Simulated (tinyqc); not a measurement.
Exchange-split free-electron bands and tunnelling magnetoresistance, step by step. Values are carried at full precision from step to step, so a last printed digit may differ when a step is redone from the rounded ones.

Majority and minority bands E = c k^2/m -/+ Dx/2, c = hbar^2/2m0, so k_up = sqrt(m (EF + Dx/2)/c), k_dn = sqrt(m (EF - Dx/2)/c); n_s = k_s^3/(6 pi^2), D_s = m k_s/(4 pi^2 c).

Constants: hbar^2/2m0 = 3.80998211 eV angstrom^2.

Inputs chosen for the exercise:
- EF = 2.52 eV (Fermi energy above the mean band bottom)
- Dx = 2.71 eV (exchange splitting)
- m = 0.85 m0 (mass in the electrodes)
- mb = 0.55 m0 (mass in the barrier)
- phi = 2.53 eV (barrier height above EF)
- d = 8 angstrom (barrier thickness)

## The two Fermi spheres

Give k_s, n_s, D_s, the moment per electron (n_up - n_dn)/n and three polarisations: of D, of D v and of D v^2 (v proportional to k).

k_up, k_dn (1/angstrom): 0.9298  0.5098

n_up, n_dn (1/angstrom^3): 0.01357  0.00224

D_up, D_dn (1/(eV angstrom^3)): 0.00525  0.00288

moment per electron = 0.7170 muB

polarisations: D 0.2917, D v 0.5377, D v^2 0.7170

The three numbers differ although they describe one band structure: each probe (density of states, ballistic current, diffusive current) weights the velocity differently.

## Transmissions

Barrier: kappa = sqrt(mb phi/c), c = hbar^2/2m0. With a = k1/m, b = k2/m, w = kappa/mb, the transmission at normal incidence is T(k1, k2) = 4 a b w^2/[w^2 (a + b)^2 + (w^2 + a^2)(w^2 + b^2) sinh^2(kappa d)]. Parallel: G_P = T(up, up) + T(dn, dn); antiparallel: G_AP = 2 T(up, dn); TMR = (G_P - G_AP)/G_AP. Julliere: TMR = 2 P^2/(1 - P^2). Slonczewski factor: P_eff = P_k (w^2 - a_up a_dn)/(w^2 + a_up a_dn), P_k = (k_up - k_dn)/(k_up + k_dn).

Evaluate kappa and the three T.

kappa = 0.6043 1/angstrom
kappa d = 4.835

T: up-up 0.0002527, dn-dn 0.0001788, up-dn 0.0002126

The majority channel transmits more, by a factor 1.41; the common factor exp(-2 kappa d) is 6.32e-05.

## Magnetoresistance

From the T, and from the Julliere formula with P_k and with P_eff.

TMR from T = 1.50 %
P_k = 0.2917
P_eff = 0.0863
Julliere with P_k = 18.60 %
Julliere with P_eff = 1.50 %

The interface factor is +0.296. The plain Julliere value lies 17.1 points above the result and the one with P_eff 0.00 points from it. Symmetry filtering in crystalline barriers, which gives far larger values, is outside this model.

## Checks

- TMR of a thick barrier against the Julliere formula with P_eff: both 0.01501.

Program tinyqc; command `OMP_NUM_THREADS=1 python tinyqc.py 1650598 1650599 out.jsonl`; about 0.01 s on one thread of a shared Intel(R) Xeon(R) Processor @ 2.30GHz.
